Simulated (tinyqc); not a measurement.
CIS on RHF in the 6-31g basis, for H2, spin multiplicity 1, step by step. Computed by tinyqc, a small Python program that keeps every step (integrals from PySCF). Settings: charge = 0, multiplicity = 1, basis = 6-31g, method = RHF, energy threshold = 1e-10, iteration cap = 79, orthogonalisation = canonical, start = atomic densities, DIIS depth = 6. Command: `OMP_NUM_THREADS=1 python tinyqc.py 20830 20831 out.jsonl` (the two numbers bound the seeds that draw the settings). One thread of a shared host (Intel(R) Xeon(R) Processor @ 2.60GHz), about 0.05 s of CPU time with the checks. The early iterations of the SCF are left out here.

## One-electron integrals

Geometry (angstrom):
```
atom         x         y         z
H     0.000000  0.000000  0.000000
H     0.000000  0.000000  0.836000
```

Basis 6-31g: exponents (1/bohr^2) and contraction coefficients of normalised primitives:
```
element  l (shell)   exponent  coefficient
H            s (1)  18.731137     0.033495
H            s (1)   2.825394     0.234727
H            s (1)   0.640122     0.813757
H            s (2)   0.161278     1.000000
```

Overlap, kinetic and nuclear-attraction integrals over the contracted functions; the nuclear repulsion is the sum of Za Zb / Rab.

nuclear repulsion = 0.63298709 hartree

overlap S, order 1H 1s, 1H 2s, 2H 1s, 2H 2s:
```
[[1.000000, 0.658292, 0.373036, 0.474176],
 [0.658292, 1.000000, 0.474176, 0.817701],
 [0.373036, 0.474176, 1.000000, 0.658292],
 [0.474176, 0.817701, 0.658292, 1.000000]]
```

kinetic energy T (hartree), order 1H 1s, 1H 2s, 2H 1s, 2H 2s:
```
[[1.395678, 0.259735, 0.138498, 0.145906],
 [0.259735, 0.241917, 0.145906, 0.171274],
 [0.138498, 0.145906, 1.395678, 0.259735],
 [0.145906, 0.171274, 0.259735, 0.241917]]
```

nuclear attraction V (hartree), order 1H 1s, 1H 2s, 2H 1s, 2H 2s:
```
[[-2.281403, -1.142170, -0.807423, -0.852230],
 [-1.142170, -1.144404, -0.852230, -0.981789],
 [-0.807423, -0.852230, -2.281403, -1.142170],
 [-0.852230, -0.981789, -1.142170, -1.144404]]
```

core Hamiltonian H = T + V (hartree), order 1H 1s, 1H 2s, 2H 1s, 2H 2s:
```
[[-0.885725, -0.882435, -0.668925, -0.706324],
 [-0.882435, -0.902487, -0.706324, -0.810515],
 [-0.668925, -0.706324, -0.885725, -0.882435],
 [-0.706324, -0.810515, -0.882435, -0.902487]]
```

## Two-electron integrals

Functions are numbered as in S; the eight-fold symmetry (ij|kl) = (ji|kl) = (kl|ij) leaves the list below.

Two-electron integrals (ij|kl) in chemists' order, unique and non-zero (hartree):
```
(11|11) 1.076566   (21|11) 0.578470   (21|21) 0.329423   (22|11) 0.587396
(22|21) 0.361304   (22|22) 0.453150   (31|11) 0.322626   (31|21) 0.185159
(31|22) 0.204546   (31|31) 0.132504   (32|11) 0.305187   (32|21) 0.186822
(32|22) 0.229315   (32|31) 0.141233   (32|32) 0.169882   (33|11) 0.604299
(33|21) 0.378440   (33|22) 0.477771   (33|31) 0.322626   (33|32) 0.408890
(33|33) 1.076566   (41|11) 0.408890   (41|21) 0.233869   (41|22) 0.258276
(41|31) 0.141233   (41|32) 0.145862   (41|33) 0.305187   (41|41) 0.169882
(42|11) 0.454476   (42|21) 0.281462   (42|22) 0.358479   (42|31) 0.176316
(42|32) 0.208323   (42|33) 0.454476   (42|41) 0.208323   (42|42) 0.302992
(43|11) 0.378440   (43|21) 0.236197   (43|22) 0.301017   (43|31) 0.185159
(43|32) 0.233869   (43|33) 0.578470   (43|41) 0.186822   (43|42) 0.281462
(43|43) 0.329423   (44|11) 0.477771   (44|21) 0.301017   (44|22) 0.399040
(44|31) 0.204546   (44|32) 0.258276   (44|33) 0.587396   (44|41) 0.229315
(44|42) 0.358479   (44|43) 0.361304   (44|44) 0.453150
```

## Orthogonalisation

S = U s U^T; canonical form X = U s^(-1/2), so that X^T S X = 1. Each column of U has its largest component positive (the first on a tie).

eigenvalues of S: [0.115962, 0.441282, 0.693302, 2.749455]

X, order 1H 1s, 1H 2s, 2H 1s, 2H 2s:
```
[[-0.703870, 0.821993, 0.798950, 0.270943],
 [1.953546, -0.676306, 0.287864, 0.329308],
 [0.703870, 0.821993, -0.798950, 0.270943],
 [-1.953546, -0.676306, -0.287864, 0.329308]]
```

## Iteration 5 (converged): orbitals

converged F (hartree), order 1H 1s, 1H 2s, 2H 1s, 2H 2s:
```
[[0.018775, -0.475738, -0.505098, -0.478134],
 [-0.475738, -0.331556, -0.478134, -0.373728],
 [-0.505098, -0.478134, 0.018775, -0.475738],
 [-0.478134, -0.373728, -0.475738, -0.331556]]
```

Diagonalise F' = X^T F X, C = X C', fill 1 alpha and 1 beta electrons from the bottom; D = 2 C_occ C_occ^T. Each column has its largest component positive (the first on a tie).

F' = X^T F X (hartree):
```
[[0.827803, 0.000000, -0.535268, 0.000000],
 [0.000000, 0.818732, 0.000000, -0.069299],
 [-0.535268, 0.000000, 0.677991, 0.000000],
 [0.000000, -0.069299, 0.000000, -0.564803]]
```

orbital energies (hartree): [-0.568265, 0.212413, 0.822194, 1.293381]

coefficients C, order 1H 1s, 1H 2s, 2H 1s, 2H 2s:
```
[[0.311624, 0.140884, 0.807449, -1.055417],
 [0.295150, 1.499274, -0.691896, 1.285063],
 [0.311624, -0.140884, 0.807449, 1.055417],
 [0.295150, -1.499274, -0.691896, -1.285063]]
```

D after iteration 5, order 1H 1s, 1H 2s, 2H 1s, 2H 2s:
```
[[0.194219, 0.183951, 0.194219, 0.183951],
 [0.183951, 0.174227, 0.183951, 0.174227],
 [0.194219, 0.183951, 0.194219, 0.183951],
 [0.183951, 0.174227, 0.183951, 0.174227]]
```

## Convergence

Stop when the energy changes by less than 1e-10 hartree and every element of the error matrix X^T (F D S - S D F) X is below 3e-06.

Course of the cycle:
```
iteration  E (hartree)     change  largest element of the error matrix
1          -0.78988497          -                             1.50e-01
2          -1.11966854  -3.30e-01                             3.48e-02
3          -1.12017106  -5.03e-04                             4.65e-03
4          -1.12018023  -9.17e-06                             2.59e-06
5          -1.12018023  -2.32e-12                             1.10e-06
```

PySCF RHF in the same basis = -1.12018023 hartree

Converged in 5 iterations.

## Integrals over molecular orbitals

(pq|rs) = sum C_ip C_jq C_kr C_ls (ij|kl), one index at a time.

one-electron integrals over orbitals h = C^T H C (hartree):
```
[[-1.184903, 0.000000, -0.154879, 0.000000],
 [0.000000, -0.570877, 0.000000, 0.203648],
 [-0.154879, 0.000000, -0.116905, 0.000000],
 [0.000000, 0.203648, 0.000000, 0.168668]]
```

Two-electron integrals over orbitals (pq|rs), unique and non-zero (hartree):
```
(11|11) 0.616638    (21|21) 0.090344    (22|11) 0.436817    (22|22) 0.391015
(31|11) 0.154879    (31|22) 0.056871    (31|31) 0.104096    (32|21) -0.010215
(32|32) 0.034477    (33|11) 0.521598    (33|22) 0.388213    (33|31) 0.119813
(33|33) 0.466603    (41|21) -0.080801   (41|32) -0.032133   (41|41) 0.127525
(42|11) -0.142225   (42|22) -0.061156   (42|31) -0.077201   (42|33) -0.106158
(42|42) 0.073690    (43|21) -0.096839   (43|32) -0.013371   (43|41) 0.125413
(43|43) 0.144604    (44|11) 0.626119    (44|22) 0.445436    (44|31) 0.190515
(44|33) 0.544944    (44|42) -0.167482   (44|44) 0.698082
```

## CIS matrix, singlets

A(ia,jb) = (e_a - e_i) d_ij d_ab + 2 (ia|jb) - (ij|ab).

CIS matrix A, singlet (hartree), order 1>2, 1>3, 1>4:
```
[[0.524549, 0.000000, -0.019378],
 [0.000000, 1.077053, 0.000000],
 [-0.019378, 0.000000, 1.490576]]
```

## CIS singlet states

dipole integrals <i|r|a> (bohr), order 1>2, 1>3, 1>4:
```
[[0.000000, 0.000000, -1.096950],
 [0.000000, 0.000000, 0.000000],
 [0.000000, 0.000000, 0.163472]]
```

Diagonalise A (1 hartree = 27.211386 eV); each vector has its largest component positive (the first on a tie). The transition dipole is mu = sqrt2 sum c_ia <i|r|a>.

singlet excitation energies (eV): [14.263123, 29.308105, 40.571223]

lowest vectors, order 1>2, 1>3, 1>4:
```
[[0.999799, 0.000000, -0.020048],
 [0.000000, 1.000000, 0.000000],
 [0.020048, 0.000000, 0.999799]]
```

oscillator strengths 2/3 w |mu|^2: [0.835607, 0.000000, 0.068354]

## CIS matrix, triplets

A(ia,jb) = (e_a - e_i) d_ij d_ab - (ij|ab).

CIS matrix A, triplet (hartree), order 1>2, 1>3, 1>4:
```
[[0.343861, 0.000000, 0.142225],
 [0.000000, 0.868862, 0.000000],
 [0.142225, 0.000000, 1.235527]]
```

## CIS triplet states

Diagonalise A (1 hartree = 27.211386 eV); each vector has its largest component positive (the first on a tie).

triplet excitation energies (eV): [8.754580, 23.642937, 34.222751]

lowest vectors, order 1>2, 1>3, 1>4:
```
[[0.988104, 0.000000, 0.153789],
 [0.000000, 1.000000, 0.000000],
 [-0.153789, 0.000000, 0.988104]]
```
